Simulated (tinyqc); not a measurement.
Two-valley model of the transferred-electron effect: one step, computed by the program tinyqc. Command: `OMP_NUM_THREADS=1 python tinyqc.py 3028188 3028189 out.jsonl gunn walk`. One thread of a shared host (Intel(R) Xeon(R) Processor @ 2.30GHz), about 0.01 s of CPU time with the checks.

Both kinds of valley share one electron temperature T_e, and each has a constant mobility.

Question. Does a domain form? Space charge grows at the rate n e |mu_d|/(eps eps_0) during the transit time L/v, with v the valley velocity; Kroemer's criterion asks n L > eps eps_0 v/(e |mu_d|). Transit frequency v/L.

Inputs (values chosen for the exercise, for a model semiconductor): lattice temperature T = 350 K; doping n = 1.8e+15 1/cm^3; device length L = 8.9 micrometre; permittivity eps = 12.6.

Solver: bisection.

valley velocity = 1.811423 1e7 cm/s

most negative differential mobility = -2328.845 cm^2/(V s)

Constants: eps_0 = 8.8541878128e-12 F/m; e = 1.602176634e-19 C.

Give: critical n L; n L of the device; transit frequency.

Answer.

critical n L = 5.416e+10 1/cm^2

n L of the device = 1.602e+12 1/cm^2

transit frequency = 20.35 GHz

n L is 29.6 times the critical product: a domain can mature if the bias field lies in the region of negative slope.
